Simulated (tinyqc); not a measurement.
# Worked calculation: minority carriers and saturation current of a heavily doped emitter

Computed by the program tinyqc: `OMP_NUM_THREADS=1 python tinyqc.py 2330058 2330059 out.jsonl`, one thread of a shared Intel Xeon 2.30GHz, about 0.01 s for the whole run. Printed values are rounded.

n-type, parabolic bands, full ionisation. eta = (EF - Ec)/kB T solves N = Nc F12(eta), F12(x) = (2/sqrt(pi)) int_0^infinity sqrt(u)/(1 + exp(u - x)) du. The gap shrinks rigidly by dEg = E1 [ln(N/N0) + sqrt(ln^2(N/N0) + 0.5)], an empirical law that is here taken as the true narrowing.

Parameters, values chosen for the exercise; band and dielectric values close to those of germanium: temperature T = 300 K; band gap Eg = 0.653 eV; conduction-band density of states at 300 K Nc = 1.06e19 cm^-3; valence-band density of states at 300 K Nv = 6.03e18 cm^-3; ionised donor density N = 1.8e18 cm^-3; energy of the narrowing law E1 = 7.4 meV; density of the narrowing law N0 = 1.3e17 cm^-3; minority-hole mobility mup = 120 cm^2/(V s); Auger coefficient Cn = 1.9e-31 cm^6/s; defect lifetime ts = 7.5 us; emitter width W = 850 nm; recombination velocity at the contact S = 2.9e6 cm/s.

Constants: q = 1.602176634e-19 C, kB = 1.380649e-23 J/K, Vt = kB T/q. Results are converted to the units shown.

Range of the model: Band tails, non-parabolic bands and incomplete ionisation are left out.

## Iteration 1: Fermi level

eta at the start (Boltzmann value) = -1.7731

Newton step on ln F12(eta) = ln(N/Nc): eta(new) = eta - ln(Nc F12/N) F12/Fm, Fm(x) = dF12/dx = (1/sqrt(pi)) int_0^infinity u^(-1/2)/(1 + exp(u - x)) du.

F12 = 0.160461
Fm = 0.151883
eta after iteration 1 = -1.71326

## Course of the iteration

Stop when eta changes by less than 1e-9.

Course of the iteration:
```
iteration,eta,change
1,-1.71326,0.0598
2,-1.71317,9.19e-5
3,-1.71317,2.24e-10
```

Converged in 3 iterations.

## Effective intrinsic density

converged eta = -1.71317

ni = sqrt(Nc Nv) exp(-Eg/(2 Vt)), Eg in volts; degeneracy factor g = F12(eta) exp(-eta); nie^2 = ni^2 exp(dEg/kB T) g, p0 = nie^2/N; apparent narrowing dEg + kB T ln g.

ni = 2.61730e13 cm^-3
dEg = 39.5862 meV
g = 0.941863
apparent narrowing = 38.0378 meV
nie = 5.46205e13 cm^-3
p0 = 1.65745e9 cm^-3

Narrowing multiplies p0 by 4.62 and degeneracy by 0.942.

## Saturation current

1/tau = Cn N^2 + 1/ts, D = mup Vt, L = sqrt(D tau); J0 = (q p0 D/L)(s + tanh(W/L))/(1 + s tanh(W/L)), s = S L/D; the share recombining inside is 1 - 1/[cosh(W/L)(1 + tanh(W/L)/s)].

tau = 1335.23 ns
L = 20352.4 nm
s = 1902.56
J0 = 9.57709e9 fA/cm^2
share recombining inside = 0.0893405 %

The emitter is transparent: most holes reach the contact.
